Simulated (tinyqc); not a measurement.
Worked calculation: bond-orbital model of a tetrahedral semiconductor (Harrison's universal couplings). Values are carried at full precision from step to step, so a last printed digit may differ when a step is redone from the rounded ones.

Hybrid level eh = (es + 3 ep)/4; metallic energy V1 = (ep - es)/4 for each atom; covalent energy V2 = 3.22 hbar^2/(m d^2); polar energy V3 = (ehc - eha)/2; hbar^2/m = 2c, c = hbar^2/2m0. Polarity ap = V3/sqrt(V2^2 + V3^2), covalency ac = V2/sqrt(V2^2 + V3^2). p-p coupling at Gamma Exx = (4/3)(2.22 - 2 x 0.63) hbar^2/(m d^2) = 1.28 hbar^2/(m d^2), s-s coupling Ess = 4 x 1.32 hbar^2/(m d^2).

Constants: hbar^2/2m0 = 3.80998211 eV angstrom^2.

Values chosen for the exercise (near tabulated values for GaSb; the model gives trends, and its gaps can be far from the real ones; not measured data):
```
symbol  value   unit      meaning
esc     -11.42  eV        s level, cation
epc     -5.71   eV        p level, cation
esa     -15.96  eV        s level, anion
epa     -8.04   eV        p level, anion
d       2.63    angstrom  bond length
Z       5                 valence electrons of the anion
```

## The three energies

Form the hybrid levels, V1, V2 and V3.

hbar^2/(m d^2) = 1.1016 eV

hybrid levels (eV): cation -7.1375, anion -10.0200

V1 (eV): cation 1.4275, anion 1.9800

V2, V3 (eV): [3.5473, 1.4412]

## Bond and antibond

The 2 x 2 problem [[ehc, -V2], [-V2, eha]] gives (ehc + eha)/2 -/+ sqrt(V2^2 + V3^2); ap = V3/sqrt(V2^2 + V3^2), ac = V2/sqrt(V2^2 + V3^2); the bond has weight (1 + ap)/2 on the anion.

levels (eV): bond -12.4077, antibond -4.7498

ap = 0.3764
ac = 0.9265
weight on the anion = 0.6882

## Charges

With dZ = Z - 4: effective charge Z* = 4 ap - dZ (positive on the cation); transverse charge eT* = Z* + (8/3) ap ac^2.

Z* = 0.506 e
eT* = 1.367 e

Charge that flows along the bonds as they stretch adds 0.86 e to the static value.

## Metallicity and a gap from the bond picture

Neighbouring bonds couple through V1: averaged V1b = V1c (1 - ap)/2 + V1a (1 + ap)/2 for the bond band and V1x = V1c (1 + ap)/2 + V1a (1 - ap)/2 for the antibond band. The top of the bond band lies V1b above the bond level and the bottom of the antibond band 3 V1x below the antibond level, so the gap is 2 sqrt(V2^2 + V3^2) - V1b - 3 V1x; metallicity am = (V1b + 3 V1x)/(2 sqrt(V2^2 + V3^2)).

V1b, V1x (eV): [1.8077, 1.5998]

gap = 1.051 eV
am = 0.863

The gap closes where am reaches one. The model gives trends; its gap can miss the real one by a factor of two to five, most in ratio for narrow gaps and most in eV for first-row compounds.

## Band edges at Gamma

Ev is the lower root of [[epa, Exx], [Exx, epc]] and the s-like conduction level the upper root of [[esa, Ess], [Ess, esc]], with Exx = 1.28 u and Ess = 5.28 u, u = hbar^2/(m d^2).

Exx, Ess (eV): [1.4101, 5.8167]

Ev = -8.704 eV
s-like conduction level = -7.446 eV
E0 gap = 1.258 eV

Universal couplings give the trend of E0 from compound to compound, not its value; it can miss by several eV and by a factor of two or more, and spin-orbit coupling is left out.

## Checks

- Bond level from the formula against the 2 x 2 matrix: both -12.4077.

Run: tinyqc, `OMP_NUM_THREADS=1 python tinyqc.py 1452889 1452890 out.jsonl`; Intel(R) Xeon(R) Processor @ 2.30GHz, one thread, shared host; about 0.01 s of CPU time with all checks.
